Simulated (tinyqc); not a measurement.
What moves the results: configuration-coordinate model of carrier capture at a defect. A value that a table varies takes the place of the one given here.

Two parabolas of equal curvature k in one coordinate Q: with the carrier free at the band edge, U_f = k Q^2/2; with the carrier trapped, U_t = k (Q - dQ)^2/2 - ET. ER = k dQ^2/2, Huang-Rhys factor S = ER/hw, hw = 0.0646541 sqrt(k/M) eV for k in eV/angstrom^2 and M in u. The curves cross at a height Eb = (ER - ET)^2/(4 ER) above the free minimum.

Multiphonon factor for giving p = ET/hw phonons to the lattice: W = exp(-S (2 nb + 1)) ((nb + 1)/nb)^(p/2) I_p(x), nb = 1/(exp(hw/kT) - 1), x = 2 S sqrt(nb (nb + 1)), I_p the modified Bessel function. Classical limit: W = hw exp(-Eb/kT)/sqrt(4 pi ER kT). At T = 0: exp(-S) S^p/Gamma(p + 1).

Constants: kB = 8.617333262e-05 eV/K.

Inputs chosen for the exercise (of the size met at a DX centre in AlGaAs; not measured data):

| symbol | value | unit | meaning |
|---|---|---|---|
| ET | 0.19 | eV | thermal depth of the level below the band edge |
| ER | 0.63 | eV | relaxation energy |
| hw | 0.014 | eV | phonon energy of the mode |
| T | 200 | K | temperature |

## Capture against temperature

The local activation energy is -d ln W/d(1/kT), by central differences with T changed by 1 %.

Against T:

| T (K) | kT/hw | log10 W | log10 W, classical | activation energy (eV) |
|---|---|---|---|---|
| 40 | 0.246 | -7.131 | -10.751 | 0.0123 |
| 60 | 0.369 | -6.235 | -7.613 | 0.0323 |
| 80 | 0.492 | -5.417 | -6.062 | 0.0456 |
| 120 | 0.739 | -4.328 | -4.537 | 0.0576 |
| 160 | 0.985 | -3.700 | -3.793 | 0.0616 |
| 220 | 1.354 | -3.165 | -3.202 | 0.0627 |
| 300 | 1.847 | -2.785 | -2.800 | 0.0613 |
| 400 | 2.462 | -2.533 | -2.540 | 0.0581 |
| 550 | 3.385 | -2.342 | -2.345 | 0.0523 |

log10 W at T = 0 = -7.552
Eb = 0.0768 eV

At 40 K log10 W is -7.13, against -7.55 at T = 0 and -10.8 classically; at 550 K the two forms differ by 0.00. The activation energy read from an Arrhenius plot goes from 0.012 eV at 40 K to 0.052 at 550 K, with its largest value 0.063 at 220 K, against Eb = 0.077 eV; the classical form itself gives Eb - kT/2. A measured slope therefore understates the barrier.

## Capture against depth of the level

ET is varied at fixed ER, hw and T, as by moving the band edge with alloying or pressure.

Against ET:

| ET/ER | ET (eV) | Eb (eV) | log10 W | log10 W, classical |
|---|---|---|---|---|
| 0.10 | 0.063 | 0.1276 | -4.577 | -4.636 |
| 0.25 | 0.158 | 0.0886 | -3.602 | -3.654 |
| 0.50 | 0.315 | 0.0394 | -2.382 | -2.414 |
| 0.75 | 0.472 | 0.0098 | -1.663 | -1.669 |
| 1.00 | 0.630 | 0.0000 | -1.432 | -1.421 |
| 1.25 | 0.787 | 0.0098 | -1.674 | -1.669 |
| 1.50 | 0.945 | 0.0394 | -2.368 | -2.414 |
| 2.00 | 1.260 | 0.1575 | -5.033 | -5.390 |
| 3.00 | 1.890 | 0.6300 | -14.912 | -17.297 |

Capture is fastest at ET/ER = 1 among these rows, where the barrier vanishes or nearly so. The classical form is symmetric about ET = ER; the quantum one gives -2.38 at 0.5 and -2.37 at 1.5, against -2.41 for both. At ET = 3 ER it lies 2.4 decades above the classical value: deep levels capture by emitting many phonons, and the rate falls with depth by 15.7 decades per eV between the last two rows. Rows deeper than the gap of the host are formal.

## What each parameter does

Eb, log10 W and the full width 2.35482 sqrt(ER hw coth(hw/2kT)). Each row changes one parameter from the base and keeps the others.

Results:

| case | Eb (eV) | log10 W | full width (eV) |
|---|---|---|---|
| base | 0.0768 | -3.308 | 0.3563 |
| ET = 0.23 eV | 0.0635 | -2.977 | 0.3563 |
| ER = 0.68 eV | 0.0883 | -3.608 | 0.3702 |
| hw = 0.0168 eV | 0.0768 | -3.208 | 0.3603 |
| T = 230 K | 0.0768 | -3.102 | 0.3797 |

The largest shifts from the base row, up to three for each result and ties (the steps differ in size, so this ranks the rows, not the parameters). Eb (eV): ET -0.0133, ER +0.0114; unchanged at the printed digits by hw and T. log10 W: ET +0.331, ER -0.300, T +0.206. full width (eV): T +0.0234, ER +0.0139, hw +0.0040; unchanged at the printed digits by ET.

Program tinyqc; command `OMP_NUM_THREADS=1 python tinyqc.py 1480104 1480105 out.jsonl`; about 0.01 s on one thread of a shared Intel(R) Xeon(R) Processor @ 2.30GHz.
